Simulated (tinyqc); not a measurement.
What each parameter does: shallow donor in an anisotropic valley (effective-mass theory).

One valley: H = -c [(d2/dx2 + d2/dy2)/mt + (d2/dz2)/ml] - q/(eps r), c = hbar^2/2m0, q = e^2/(4 pi eps0). Trial function exp(-sqrt((x^2 + y^2)/a^2 + z^2/b^2)) with a > b: T = (c/3)(2/(mt a^2) + 1/(ml b^2)), V = -(q/eps) atan(u/b)/u, u = sqrt(a^2 - b^2). The central cell of the impurity is left out.

Constants: hbar^2/2m0 = 3.80998211 eV angstrom^2; e^2/(4 pi eps0) = 14.39964547 eV angstrom.

Parameters, chosen for this exercise (out of a larger set: near those of Ge; not measured data): ml = 1.63 m0 (longitudinal mass); mt = 0.081 m0 (transverse mass); eps = 15.3 (dielectric constant).

The minimum of the trial energy. Each row changes one parameter from the base and keeps the others.

Results:

| case | E (meV) | a (angstrom) | b (angstrom) | b/a |
|---|---|---|---|---|
| base | -9.85 | 61.88 | 21.67 | 0.350 |
| ml = 2.037 m0 | -10.21 | 60.42 | 19.60 | 0.324 |
| mt = 0.089 m0 | -10.65 | 56.92 | 20.59 | 0.362 |
| eps = 16.8 | -8.17 | 67.95 | 23.80 | 0.350 |

The largest shifts from the base row, up to three for each result and ties (the steps differ in size, so this ranks the rows, not the parameters). E (meV): eps +1.68, mt -0.80, ml -0.37. a (angstrom): eps +6.07, mt -4.97, ml -1.46. b (angstrom): eps +2.12, ml -2.07, mt -1.08. b/a: ml -0.026, mt +0.012; unchanged at the printed digits by eps. eps only rescales the solution (E as 1/eps^2, lengths as eps), so b/a depends on ml/mt alone.

Computed by tinyqc, a small Python program: `OMP_NUM_THREADS=1 python tinyqc.py 1252047 1252048 out.jsonl` (the numbers bound the seed that draws the inputs); one thread of a shared host (Intel(R) Xeon(R) Processor @ 2.30GHz), about 0.01 s for the whole set of steps.
